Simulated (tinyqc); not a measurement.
# Implant damage, amorphisation by cascade overlap, and solid-phase epitaxial regrowth, step by step

A worked calculation. Computed by tinyqc, a small Python program that keeps every step. Command: `OMP_NUM_THREADS=1 python tinyqc.py 3114056 3114057 out.jsonl sper walk`. One thread of a shared host (Intel(R) Xeon(R) Processor @ 2.30GHz), about 0.01 s of CPU time with the checks. Intermediate numbers are printed to about 6 digits and carried at full precision; extremes and crossings named in words are read from the listed rows.

Range and width of the damage are inputs. Dynamic annealing enters only through the surviving share f.

Inputs (values chosen for the exercise, modelled on indium ions in silicon):
```
quantity,value,unit
atomic density N,49.9,1/nm^3
ion Z1,49,-
ion mass M1,114.8,u
target Z2,14,-
target mass M2,28.09,u
ion energy E,140,keV
displacement energy E_d,15,eV
depth of the damage peak R_d,63,nm
width of the damage profile s_d,32,nm
share of defects that survive f,0.69,-
critical displaced share x_c,0.096,-
dose Q,1.3e+15,1/cm^2
overlaps needed n,3,-
area amorphised by one track A_i,3.6,nm^2
regrowth prefactor v0,4.2e+15,nm/s
regrowth energy E_a,2.68,eV
anneal temperature,661,C
rate relative to (100),1,-
peak enhancement by the dopant,4.2,-
ramp rate,4.3,K/s
```

Constants: a_0 = 0.529177210903 angstrom; e^2/(4 pi eps_0) = 14.39964548 eV angstrom; k_B = 8.617333262e-05 eV/K.

## Damage energy and displacements per ion

Robinson partition: eps = E a M2/(Z1 Z2 (e^2/(4 pi eps_0)) (M1 + M2)), a = 0.8853 a_0/sqrt(Z1^(2/3) + Z2^(2/3)); k = 0.0793 Z1^(2/3) Z2^(1/2) (M1 + M2)^(3/2)/((Z1^(2/3) + Z2^(2/3))^(3/4) M1^(3/2) M2^(1/2)); damage energy T_d = E/(1 + k (eps + 0.40244 eps^(3/4) + 3.4008 eps^(1/6))); displacements nu = 0.8 T_d/(2 E_d).

reduced energy eps = 0.297887

k = 0.113497

damage energy T_d = 102.365 keV

T_d/E = 0.731176

displacements per ion nu = 2729.72

27 % of the energy goes to electrons.

## The amorphous layer

Displaced share x(z) = f nu Q exp(-(z - R_d)^2/(2 s_d^2))/(sqrt(2 pi) s_d N); the layer is amorphous where x > x_c, between R_d -/+ s_d sqrt(2 ln(x_max/x_c)), the upper edge being cut at the surface. Threshold dose Q_c = Q x_c/x_max.

peak displaced share x_max = 6.11745

threshold dose Q_c = 2.04006e+13 1/cm^2

upper edge = 0 nm

lower edge = 155.242 nm

The layer reaches the surface. Caution: x above 1 counts atoms displaced more than once.

## Damage left below the interface

Displaced atoms per area beyond the lower edge z2: f nu Q (1/2) erfc((z2 - R_d)/(sqrt2 s_d)); they are not removed by regrowth.

share of the damage beyond z2 = 0.00197234

displaced atoms beyond z2 = 4.82940e+15 1/cm^2

## Layer against dose

The formulas are those given above.

Dose series; the last column is f nu Q erfc((z2 - R_d)/(sqrt2 s_d))/2:
```
Q (1/cm^2),x_max,upper edge (nm),lower edge (nm),displaced atoms beyond z2 (1/cm^2)
2.24e+13,0.10541,49.1625,76.838,1.40375e+16
3.06e+13,0.14400,34.1846,91.815,1.06010e+16
5.10e+13,0.23999,19.6814,106.319,8.44504e+15
8.16e+13,0.38399,9.7171,116.283,7.36924e+15
1.43e+14,0.67292,0.0000,126.151,6.52384e+15
2.45e+14,1.15290,0.0000,134.349,5.94592e+15
5.10e+14,2.39992,0.0000,144.192,5.36604e+15
1.02e+15,4.79985,0.0000,152.508,4.95256e+15
```

A dose 46 times larger moves the lower edge from 76.8 to 153 nm, as the root of a logarithm, and the damage beyond it falls by a factor 2.8, since the edge lies on an ever steeper tail. The layer reaches the surface at Q_c exp(R_d^2/(2 s_d^2)) = 1.42e14 per cm^2.

## Overlap model

Gibbons model: a point turns amorphous after n + 1 hits; with y = A_i Q the amorphous share is 1 - exp(-y) sum_(k=0..n) y^k/k!. Doses are set by y.

Amorphous share:
```
y,Q (1/cm^2),direct impact (n = 0),given n
0.1,2.77778e+12,0.095163,3.84683e-06
0.3,8.33333e+12,0.259182,2.65811e-04
0.6,1.66667e+13,0.451188,3.35807e-03
1.0,2.77778e+13,0.632121,1.89882e-02
2.0,5.55556e+13,0.864665,1.42877e-01
3.0,8.33333e+13,0.950213,3.52768e-01
5.0,1.38889e+14,0.993262,7.34974e-01
8.0,2.22222e+14,0.999665,9.57620e-01
```

At small y the share grows as y^4; between the first rows the exponent is 3.86.

## Isothermal regrowth

v = v0 x orientation factor x exp(-E_a/(k_B T)) x [1 + (enhancement - 1) exp(-(z - R_d)^2/(2 s_d^2))], T = anneal temperature + 273.15 K; the dopant is taken to follow the damage profile; the lower front moves from the lower edge z2 to the surface, or to the middle (z1 + z2)/2 of a buried layer with upper edge z1; time = int dz/v; the equivalent undoped distance is that time times the undoped velocity.

undoped velocity = 14.6062 nm/s

distance to regrow = 155.242 nm

time without enhancement = 10.6285 s

equivalent undoped distance = 72.6086 nm

time with enhancement = 4.97108 s

The rate doubles for each 19 K or so near this temperature.

## Regrowth during a ramp

On a linear ramp from 200 C regrowth ends at the T_f where int v_undoped dT/(ramp rate) equals the equivalent undoped distance.

temperature at which regrowth ends = 655.328 C

Checks made by the program: tail against quadrature of x(z) N (relative difference below 1e-10).
